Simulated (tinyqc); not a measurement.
Born-Mayer model of an ionic crystal AB: one step, computed by the program tinyqc.

Energies are per ion pair and r is the nearest distance of unlike ions.

Problem. Terms of the lattice energy. Madelung constant M, unlike neighbours z1, like neighbours z2 at f r, volume per pair: rock salt 1.747565, 6, 12, sqrt2, 2 r^3; caesium chloride 1.762675, 8, 6, 2/sqrt3, 8 r^3/(3 sqrt3); zinc blende 1.638055, 4, 12, sqrt(8/3), 16 r^3/(3 sqrt3). U(r) = -M z^2 e^2/(4 pi eps_0 r) + z1 lambda exp(-r/rho).

Inputs (values chosen for the exercise, for a model salt): ionic charge z = 1; unlike repulsion lambda = 417 eV; range rho = 0.284 angstrom.

Structure: zinc blende. Short range: nearest neighbours only.

equilibrium distance r0 = 1.944752 angstrom

Constants: e^2/(4 pi eps_0) = 14.39964548 eV angstrom.

Give: terms; lattice energy U.

Solution.

terms (eV): Coulomb -12.129, unlike repulsion 1.771

lattice energy U = -10.358 eV per pair

The short-range terms together cancel 14.6 % of the Coulomb energy, which is rho/r0 = 0.1460: U = -(M z^2 e^2/(4 pi eps_0 r0))(1 - rho/r0).
